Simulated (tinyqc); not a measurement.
Four-point probe, van der Pauw, Hall and spreading-resistance readings of a semiconductor layer: one step, computed by the program tinyqc.

The layer is uniform and ohmic; contacts are points unless a radius is given.

Task: Four-point voltage. Collinear probes with equal spacing on a layer with insulating backing: images at depth 2 m t give V = (rho I/(2 pi s)) G, G = 1 + 4 sum_(m>=1) [1/sqrt(1 + (2 m u)^2) - 1/sqrt(4 + (2 m u)^2)], u = t/s; the sum runs to m = 20000, with the tail 3/(32 u^3 M^2) added to the sum for M = 20000. Limits: thick, rho = 2 pi s V/I; thin on an insulator, rho = (pi/ln 2) t V/I.

Inputs (values chosen for the exercise, modelled on p-type silicon): layer thickness t = 370 micrometre; probe spacing s = 0.5 mm; current I = 4 mA.

Backing of the layer: insulating.

resistivity rho = 0.4334381 ohm cm

Give: t/s; G; voltage V; rho by the thick formula; rho by the thin formula.

Result:

t/s = 0.74

G = 1.919

voltage V = 10.59 mV

rho by the thick formula = 0.8319 ohm cm

rho by the thin formula = 0.4441 ohm cm

The thick formula is off by +91.9 % and the thin one by +2.4 %.
